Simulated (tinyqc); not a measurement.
Inside a calculation. Method: plane-wave Kohn-Sham cycle with exchange-only LDA in a layered model solid. Computed by tinyqc, a small Python program that keeps every step. Settings: points = 16, plane-wave index or count = 2, electrons = 4, k points = 1, area = 26.0, mixing = 1.0, iteration cap = 78, Kerker q0 = 1.5. Command: `OMP_NUM_THREADS=1 python tinyqc.py 28302 28303 out.jsonl` (the two numbers bound the seeds that draw the settings). One thread of a shared host (Intel(R) Xeon(R) Processor @ 2.60GHz), about 0.01 s of CPU time with the checks. Later iterations appear only in the table of the cycle.

## Iteration 1: potential

A solid whose potential varies along x alone (atomic units):
```
parameter                      value
period a                    5.600000
cross-section of the cell  26.000000
electrons per cell                 4
grid points                       16
plane waves -n..n, n               2
k points                           1
V1 in V1 cos(2 pi x/a)     -0.710000
V2 in V2 cos(4 pi x/a)     -0.190000
```

density at the start, on the grid x_j = j a/N (e/bohr^3): 0.02747253  0.02747253  0.02747253  0.02747253  0.02747253  0.02747253  0.02747253  0.02747253  0.02747253  0.02747253  0.02747253  0.02747253  0.02747253  0.02747253  0.02747253  0.02747253

V_H(G) = 4 pi rho(G)/G^2 for G != 0 (uniform background); v_x = -(3 rho/pi)^(1/3); V = V_ext + V_H + v_x; Fourier components f(G_m) = (1/N) sum_j f(x_j) exp(-i G_m x_j).

Potentials on the grid (hartree):
```
x             V_ext       V_H        v_x          V
0.000000  -0.900000  0.000000  -0.297137  -1.197137
0.350000  -0.790305  0.000000  -0.297137  -1.087442
0.700000  -0.502046  0.000000  -0.297137  -0.799183
1.050000  -0.137355  0.000000  -0.297137  -0.434492
1.400000   0.190000  0.000000  -0.297137  -0.107137
1.750000   0.406056  0.000000  -0.297137   0.108919
2.100000   0.502046  0.000000  -0.297137   0.204909
2.450000   0.521604  0.000000  -0.297137   0.224467
2.800000   0.520000  0.000000  -0.297137   0.222863
3.150000   0.521604  0.000000  -0.297137   0.224467
3.500000   0.502046  0.000000  -0.297137   0.204909
3.850000   0.406056  0.000000  -0.297137   0.108919
4.200000   0.190000  0.000000  -0.297137  -0.107137
4.550000  -0.137355  0.000000  -0.297137  -0.434492
4.900000  -0.502046  0.000000  -0.297137  -0.799183
5.250000  -0.790305  0.000000  -0.297137  -1.087442
```

V(G_m), m = 0, 1, 2, ... (hartree): -0.297137  -0.355000  -0.095000  0.000000  0.000000

## Iteration 1: Hamiltonian at one k

k = 0.000000 2 pi / a

H(m,m') = (k + G_m)^2/2 delta + V(G_m - G_m'), with V(-G) = V(G).

H (hartree):
```
           -2         -1         +0         +1         +2
-2   2.220619  -0.355000  -0.095000   0.000000   0.000000
-1  -0.355000   0.332302  -0.355000  -0.095000   0.000000
+0  -0.095000  -0.355000  -0.297137  -0.355000  -0.095000
+1   0.000000  -0.095000  -0.355000   0.332302  -0.355000
+2   0.000000   0.000000  -0.095000  -0.355000   2.220619
```

## Iteration 1: levels at that k

Diagonalise the Hermitian matrix.

eigenvalues (hartree): -0.630313  0.359584  0.507969  2.283128  2.288337

## Iteration 1: new density

Motion across x is left out: the lowest 2 band(s) hold two electrons at each of the k points (j + 1/2)/nk - 1/2. Residual R = rho(out) - rho(in); rho(new) = rho(in) + 1 R, with R(G) scaled by G^2/(G^2 + 1.5^2) (Kerker). rho(out) = 2/(a A nk) sum |psi|^2 with psi = sum c exp(i G x). Harris energy E = band energy - dV sum rho (V_H/2 + v_x) + (3/4) dV sum rho v_x with rho(in), dV = a A/N, band energy = (2/nk) sum of the filled levels.

rho(out) (e/bohr^3): 0.04160692  0.04402660  0.04720448  0.04407804  0.03308440  0.01926859  0.00839845  0.00251688  0.00079863  0.00251688  0.00839845  0.01926859  0.03308440  0.04407804  0.04720448  0.04402660

density after iteration 1 (e/bohr^3): 0.02871799  0.03137508  0.03591257  0.03637200  0.03128274  0.02437995  0.01962427  0.01776307  0.01742309  0.01776307  0.01962427  0.02437995  0.03128274  0.03637200  0.03591257  0.03137508

energy per cell = -0.24432086 hartree

## Iteration 2: potential

As before.

Potentials on the grid (hartree):
```
x             V_ext        V_H        v_x          V
0.000000  -0.900000   0.071985  -0.301561  -1.129576
0.350000  -0.790305   0.070659  -0.310589  -1.030234
0.700000  -0.502046   0.063066  -0.324892  -0.763872
1.050000  -0.137355   0.043039  -0.326272  -0.420588
1.400000   0.190000   0.010062  -0.310284  -0.110221
1.750000   0.406056  -0.028547  -0.285541   0.091968
2.100000   0.502046  -0.062697  -0.265616   0.173733
2.450000   0.521604  -0.085151  -0.256939   0.179514
2.800000   0.520000  -0.092849  -0.255289   0.171862
3.150000   0.521604  -0.085151  -0.256939   0.179514
3.500000   0.502046  -0.062697  -0.265616   0.173733
3.850000   0.406056  -0.028547  -0.285541   0.091968
4.200000   0.190000   0.010062  -0.310284  -0.110221
4.550000  -0.137355   0.043039  -0.326272  -0.420588
4.900000  -0.502046   0.063066  -0.324892  -0.763872
5.250000  -0.790305   0.070659  -0.310589  -1.030234
```

V(G_m), m = 0, 1, 2, ... (hartree): -0.294820  -0.328439  -0.092227  0.002857  0.000133

## Iteration 2: Hamiltonian at one k

k = 0.000000 2 pi / a

As before.

H (hartree):
```
           -2         -1         +0         +1         +2
-2   2.222937  -0.328439  -0.092227   0.002857   0.000133
-1  -0.328439   0.334619  -0.328439  -0.092227   0.002857
+0  -0.092227  -0.328439  -0.294820  -0.328439  -0.092227
+1   0.002857  -0.092227  -0.328439   0.334619  -0.328439
+2   0.000133   0.002857  -0.092227  -0.328439   2.222937
```

## Iteration 2: levels at that k

As before.

eigenvalues (hartree): -0.590200  0.367682  0.484383  2.276459  2.281968

## Iteration 2: new density

As before.

rho(out) (e/bohr^3): 0.04058982  0.04306421  0.04651881  0.04396906  0.03358771  0.02003420  0.00900611  0.00282264  0.00096513  0.00282264  0.00900611  0.02003420  0.03358771  0.04396906  0.04651881  0.04306421

density after iteration 2 (e/bohr^3): 0.03201582  0.03495171  0.03985628  0.03982315  0.03287710  0.02317601  0.01566984  0.01193925  0.01095795  0.01193925  0.01566984  0.02317601  0.03287710  0.03982315  0.03985628  0.03495171

energy per cell = -0.17211615 hartree

## Convergence

Stop when sqrt(dV sum R^2) is below 1e-8, dV = a A/N.

Course of the cycle:
```
iteration  E (hartree)  norm of the residual
1          -0.24432086              2.12e-01
2          -0.17211615              1.26e-01
3          -0.14742125              7.61e-02
4          -0.13944867              4.62e-02
5          -0.13697497              2.81e-02
6          -0.13624000              1.71e-02
7          -0.13603190              1.05e-02
8          -0.13597601              6.41e-03
9          -0.13596186              3.94e-03
10         -0.13595850              2.42e-03
11         -0.13595778              1.49e-03
...                ...                   ...
26         -0.13595764              1.06e-06
27         -0.13595764              6.51e-07
28         -0.13595764              4.02e-07
29         -0.13595764              2.48e-07
30         -0.13595764              1.53e-07
31         -0.13595764              9.42e-08
32         -0.13595764              5.81e-08
33         -0.13595764              3.58e-08
34         -0.13595764              2.21e-08
35         -0.13595764              1.36e-08
36         -0.13595764              8.41e-09
```

Converged in 36 iterations. Before convergence this energy mixes input and output and is not variational, so it may rise towards its limit.
